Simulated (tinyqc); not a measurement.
Inside a calculation: graded (staircase) quantum well by finite differences. Values are carried at full precision from step to step, so a last printed digit may differ when a step is redone from the rounded ones.

Finite differences on points z_i at the centres of cells of width h: H_ii = (c/h^2)(1/m_(i-1/2) + 1/m_(i+1/2)) + V_i, H_(i,i+1) = -(c/h^2)/m_(i+1/2), where m_(i+1/2) is the mean of the masses at the two points (the end values are repeated outwards), psi = 0 on the points beyond both ends, c = hbar^2/2m0. The field adds e F (z - z0) with z0 the middle of the structure; 1 kV/cm = 1e-5 eV/angstrom.

Constants: hbar^2/2m0 = 3.80998211 eV angstrom^2.

Parameters, chosen for this exercise (near those of an InGaAs well in InP; not measured data): layers = ((84, 0.264, 0.081), (28, 0.117, 0.0591), (28, 0.029, 0.0459), (28, 0, 0.0415), (28, 0.029, 0.0459), (28, 0.117, 0.0591), (84, 0.264, 0.081)) (each layer: thickness in angstrom, band edge in eV, mass in m0); F = 21 kV/cm (field along z); h = 28 angstrom (cell width of the coarse grid); hf = 1.75 angstrom (cell width of the fine grid).

## The coarse grid

List the points, the potential with the field, and the masses.

Grid:
```
i   z (angstrom)  V (eV)  m (m0)
1           14.0  0.2346  0.0810
2           42.0  0.2405  0.0810
3           70.0  0.2464  0.0810
4           98.0  0.1052  0.0591
5          126.0  0.0231  0.0459
6          154.0  0.0000  0.0415
7          182.0  0.0349  0.0459
8          210.0  0.1288  0.0591
9          238.0  0.2816  0.0810
10         266.0  0.2875  0.0810
11         294.0  0.2934  0.0810
```

## The tridiagonal Hamiltonian

Form the diagonal and the neighbouring elements; V in the grid already includes the field.

diagonal H_ii (eV): 0.3546  0.3605  0.3757  0.2672  0.2269  0.2224  0.2387  0.2907  0.4110  0.4075  0.4134

H_(i,i+1) (eV): -0.0600  -0.0600  -0.0694  -0.0926  -0.1112  -0.1112  -0.0926  -0.0694  -0.0600  -0.0600

## Lowest levels on the coarse grid

Diagonalise the symmetric tridiagonal matrix; give the three lowest levels and the weights u_i^2 (sum 1) of the two lowest.

levels (eV): 0.0494  0.1514  0.2352

weights on the points:
```
             1      2      3      4      5      6      7      8      9     10     11
level 1  0.000  0.000  0.003  0.058  0.276  0.407  0.219  0.036  0.001  0.000  0.000
level 2  0.000  0.003  0.028  0.242  0.241  0.006  0.291  0.174  0.014  0.001  0.000
```

## Halving the cell width

The same with h, h/2, ..., h/32. The end points move with h, since psi vanishes half a cell beyond the structure. Richardson value (4 E(h/32) - E(h/16))/3.

Convergence:
```
cell (angstrom)  points  E1 (eV)  E2 (eV)  E1 - finest (meV)
28.0000              11  0.04938  0.15137             -4.310
14.0000              22  0.05249  0.15972             -1.196
7.0000               44  0.05338  0.16198             -0.305
3.5000               88  0.05362  0.16255             -0.073
1.7500              176  0.05367  0.16270             -0.015
0.8750              352  0.05369  0.16273              0.000
```

Richardson values of E1, E2 (eV): 0.05369  0.16275

The coarse grid is 4.3 meV too low in E1. The last differences between rows shrink by a factor 4.0 (4 for a pure h^2 error, 2 for one linear in h).

## Positions and dipoles on the fine grid

With h sum psi^2 = 1: <z - z0> of three levels, |z_12| and |z_13|, the mass m1 from 1/m1 = <1|1/m|1>, and f_1j = (m1/c)(E_j - E_1) z_1j^2.

levels (eV): 0.0537  0.1627  0.2541

<z - z0> (angstrom): -2.9  -4.2  -20.0

|z_12|, |z_13| (angstrom): 27.52  0.81

m1 = 0.0455 m0

f_12, f_13: 0.986  0.002

Parity is broken, so the 1-3 transition is allowed, with 0.0016 times the strength of 1-2. E2 - E1 = 109.0 meV, a wavelength of 11.4 micrometre (hc = 1239.841984 eV nm). Level 3 lies above the lowest point of the outer barriers, so it is a resonance or a state of the finite grid, and values that rest on it depend on the ends of the grid.

## Checks

- E1 at zero field on the grid h/32 against transfer matrices between the same hard ends, eV: both 0.0540.

tinyqc: `OMP_NUM_THREADS=1 python tinyqc.py 1281152 1281153 out.jsonl`; about 0.01 s, one thread, shared Intel(R) Xeon(R) Processor @ 2.30GHz.
